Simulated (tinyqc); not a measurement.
Comparisons within one model: defect, radiative and Auger recombination at equal electron and hole densities (ABC model). A value that a table varies takes the place of the one given here.

J/(e d) = Ae n + B n^2 + C n^3 with Ae = A + 4 S/w (four side walls, carriers spread evenly), e = 1.602176634e-19 C, lengths in cm; internal efficiency IQE = B n^2/(Ae n + B n^2 + C n^3); all injected carriers recombine in the layer.

Values chosen for the exercise (orders of magnitude like those quoted for InP; not measured data):
```
symbol  value     unit        meaning
A       44000000  1/s         defect rate
B       1.3e-10   cm^3/s      radiative coefficient
C       4e-31     cm^6/s      Auger coefficient
S       450       cm/s        recombination velocity of the side walls
w       44        micrometre  side of the square mesa
d       69        nm          active thickness
S2      18000     cm/s        recombination velocity of the side walls in this comparison
J       1100      A/cm^2      current density
```

## Efficiency against current

The slope is d ln(B n^2)/d ln J = 2 (Ae + B n + C n^2)/(Ae + 2 B n + 3 C n^2).

Results:
```
J (A/cm^2),n (1/cm^3),IQE,slope,differential lifetime (ns)
20,2.39e+17,0.412,1.416,9.37
70,5.47e+17,0.615,1.237,5.35
3.0e+02,1.28e+18,0.787,1.115,2.63
1.0e+03,2.46e+18,0.872,1.061,1.44
4.0e+03,5.07e+18,0.923,1.024,0.718
2.0e+04,1.14e+19,0.939,0.998,0.315
7.0e+04,2.12e+19,0.925,0.978,0.164
3.0e+05,4.28e+19,0.877,0.949,0.0748
1.0e+06,7.50e+19,0.809,0.916,0.0380
4.0e+06,1.39e+20,0.699,0.870,0.0168
```

What does this show?

IQE peaks at 0.939 for J = 1.7e+04 A/cm^2, where the slope passes 1. It is 0.412 at the lowest current and 0.699 at the highest, a droop of 26 %. The slope runs from 1.42 to 0.87; its limits are 2 (defects alone), 1 (radiation alone) and 2/3 (Auger alone). Rows above 1e5 A/cm^2 (3 of them) are formal: heating, left out, would destroy a real device. In the 7 rows above about 2e18 1/cm^3 the bands are degenerate: B saturates and stimulated emission, left out, would clamp n in a laser cavity.

## Shrinking the mesa

S = S2; w takes the values listed.

Results:
```
w (micrometre),Ae (1/s),IQE_max,J at the peak (A/cm^2),IQE at J
200,4.76e+07,0.937,1.83e+04,0.870
100,5.12e+07,0.935,1.97e+04,0.861
50,5.84e+07,0.931,2.25e+04,0.844
20,8.00e+07,0.920,3.12e+04,0.796
10,1.16e+08,0.905,4.60e+04,0.721
5,1.88e+08,0.882,7.66e+04,0.593
2,4.04e+08,0.836,1.74e+05,0.342
1,7.64e+08,0.788,3.48e+05,0.157
```

How do the results move?

The walls equal the bulk defect rate at w = 4 S/A = 16.4 micrometre. From 200 to 1 micrometre the peak efficiency falls from 0.937 to 0.788 and moves to a current 19.1 times higher; at the fixed J the efficiency goes from 0.87 to 0.157. For large w diffusion to the walls, left out here, would limit the loss.

## Spreading the carriers over a thicker layer

d is multiplied by the factor listed, at the same J.

Results:
```
factor,n (1/cm^3),defect,radiative,Auger
0.10,8.47e+18,0.0378,0.938,0.0244
0.20,5.96e+18,0.0532,0.930,0.0171
0.50,3.73e+18,0.0831,0.906,0.0104
1.0,2.59e+18,0.116,0.877,0.00700
2.0,1.79e+18,0.160,0.836,0.00460
5.0,1.08e+18,0.240,0.757,0.00251
10,7.20e+17,0.321,0.677,0.00150
20,4.71e+17,0.420,0.579,0.000839
```

How do the results move?

The best factor listed is 0.1 (IQE 0.9377); the optimum factor equals J/J_peak = 0.0647, a layer of 4.47 nm, since only J/d matters and the peak value 0.939 does not depend on d. A thicker layer trades Auger loss (0.0244 to 0.000839) for defect loss (0.0378 to 0.42).

## What moves the efficiency

IQE_max = Q/(Q + 2) with Q = B/sqrt(Ae C), reached at n = sqrt(Ae/C). Each row changes one parameter from the base and keeps the others.

Results:
```
case,n (1/cm^3),IQE,IQE_max,J at the peak (A/cm^2)
base,2.591e+18,0.8773,0.9391,1.70e+04
A = 88000000 1/s,2.439e+18,0.7774,0.9162,3.47e+04
B = 1.95e-10 cm^3/s,2.143e+18,0.9004,0.9586,2.50e+04
C = 8e-31 cm^6/s,2.582e+18,0.8709,0.9160,8.71e+03
d = 138 nm,1.788e+18,0.8358,0.9391,3.40e+04
J = 3300 A/cm^2,4.593e+18,0.9187,0.9391,1.70e+04
w = 22 micrometre,2.590e+18,0.8764,0.9388,1.72e+04
```

How do the results move?

The largest shifts from the base row, up to three for each result and ties (the steps differ in size, so this ranks the rows, not the parameters). n (1/cm^3): J +2.00e+18, d -8.03e+17, B -4.48e+17. IQE: A -0.0999, d -0.0416, J +0.0413. IQE_max: C -0.0231, A -0.0229, B +0.0195; unchanged at the printed digits by d and J. J at the peak (A/cm^2): A +1.77e+04, d +1.70e+04, C -8.28e+03; unchanged at the printed digits by J.

Computed by tinyqc, a small Python program: `OMP_NUM_THREADS=1 python tinyqc.py 1650576 1650577 out.jsonl` (the numbers bound the seed that draws the inputs); one thread of a shared host (Intel(R) Xeon(R) Processor @ 2.30GHz), about 0.01 s for the whole set of steps.
